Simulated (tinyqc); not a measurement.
Small-signal admittance of a forward-biased p+-n diode: two steps of the calculation.

Holes injected into a neutral base of width wb with an ohmic contact at its end; low injection, p0 far above the equilibrium density. A small voltage v exp(i w t), w = 2 pi f, modulates the edge density by p0 v/Vt, and the small-signal density obeys Dp d2p/dx2 = (1/tau + i w) p.

Inputs (values chosen for the exercise); permittivity close to that of gallium arsenide: temperature T = 350 K; relative permittivity eps_r = 12.9; donor density of the base Nd = 3.2e15 cm^-3; hole diffusion coefficient Dp = 5.7 cm^2/s; hole lifetime tau = 2e-9 s; width of the neutral base wb = 0.31 um; excess hole density at the junction edge p0 = 9e13 cm^-3; acceptor density of the p+ side Na = 3e19 cm^-3; signal frequency f = 4e9 Hz.

Constants: q = 1.602176634e-19 C, kB = 1.380649e-23 J/K, Vt = kB T/q, eps0 = 8.8541878128e-14 F/cm where lengths are in cm. Results are converted to the units shown.

Problem 1. Closed-form admittance. L = sqrt(Dp tau); direct current J = (q Dp p0/L) coth(wb/L); k = sqrt(1 + i w tau)/L; diffusion admittance Y = (q Dp p0/Vt) k coth(k wb) = G + i w C_diff; junction capacitance C_j = sqrt(q eps0 eps_r Nd/(2 Vr)) in the depletion approximation, with the remaining barrier Vr = Vt ln(Na/p0), a rough value under forward bias; base-width modulation is left out.

Find: L; J; k wb; Y; C_diff; C_j.

Solution 1.

L = 1.0677 um
J = 2.7254 A/cm^2
k wb = 1.4701+1.4412i
Y = 119.74+111.16i S/cm^2
C_diff = 0.0044230 uF/cm^2
C_j = 0.027630 uF/cm^2

G is 1.33 times its low-frequency value J/Vt, and C_diff is 0.160 times C_j.

Problem 2. The same by finite differences. 8 equal intervals, h = wb/8; u = small-signal density over its edge value, u_0 = 1, u_8 = 0; u_(i-1) + b u_i + u_(i+1) = 0 with b = -2 - h^2 (1/tau + i w)/Dp; Y = (q Dp p0/(Vt h)) (-b/2 - u_1), which includes the half box at the edge.

Give: b; u; Y on the mesh.

Solution 2.

b = -2.001-0.066i

```
node,u
1,0.8314-0.1265i
2,0.6723-0.1980i
3,0.5271-0.2254i
4,0.3976-0.2181i
5,0.2831-0.1848i
6,0.1811-0.1330i
7,0.0882-0.0694i
```

Y on the mesh = 119.0+112.2i S/cm^2

Program tinyqc, `OMP_NUM_THREADS=1 python tinyqc.py 2890190 2890191 out.jsonl`; Intel Xeon 2.30GHz, shared host, one thread, about 0.01 s.
